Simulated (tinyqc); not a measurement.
What moves lifetime and leakage: Shockley-Read-Hall recombination through one deep level.

One level at Et with degeneracy 1: tn = 1/(sn vth Nt), tp = 1/(sp_ vth Nt), n1 = Nc exp((Et - Eg)/kT), p1 = Nv exp(-Et/kT), ni^2 = n1 p1. Equilibrium n0 = Nm, p0 = ni^2/Nm; n = n0 + dn, p = p0 + dn. U = (n p - ni^2)/(tp (n + n1) + tn (p + p1)), lifetime dn/U; emission rates en = sn vth n1, ep = sp_ vth p1.

Constants: kB = 8.617333262e-05 eV/K.

Parameters, chosen for this exercise (gap and densities of states near those of Si at this temperature; the results hold for these values, not for the real material):
```
symbol  value     unit    meaning
Eg      1.084     eV      gap
Nc      4.07e+19  1/cm^3  conduction-band density of states
Nv      1.83e+19  1/cm^3  valence-band density of states
T       400       K
Et      0.653     eV      recombination level above Ev
Nt      1.2e+14   1/cm^3  defects
sn      4.9e-15   cm^2    electron capture cross-section
sp_     9.7e-15   cm^2    hole capture cross-section
vth     18000000  cm/s    thermal velocity, both carriers
Nm      2.3e+15   1/cm^3  equilibrium electrons for the lifetime steps
dn      3.6e+13   1/cm^3  excess pairs
```

G = Nt en ep/(en + ep). Each row changes one parameter from the base and keeps the others.

Results:
```
case,lifetime (microsecond),G (1/(cm^3 s))
base,0.05228,2.27e+18
Et = 0.693 eV,0.05904,7.12e+17
sn = 9.8e-15 cm^2,0.05155,2.27e+18
sp_ = 1.94e-14 cm^2,0.02687,4.53e+18
Nt = 6e+13 1/cm^3,0.1046,1.13e+18
Nm = 6.9e+15 1/cm^3,0.04926,2.27e+18
dn = 1.08e+14 1/cm^3,0.05496,2.27e+18
```

The largest shifts from the base row, up to three for each result and ties (the steps differ in size, so this ranks the rows, not the parameters). lifetime (microsecond): Nt +0.0523, sp_ -0.0254, Et +0.00676. G (1/(cm^3 s)): sp_ +2.26e+18, Et -1.56e+18, Nt -1.13e+18; unchanged at the printed digits by sn, Nm and dn.

tinyqc: `OMP_NUM_THREADS=1 python tinyqc.py 1680463 1680464 out.jsonl`; about 0.01 s, one thread, shared Intel(R) Xeon(R) Processor @ 2.30GHz.
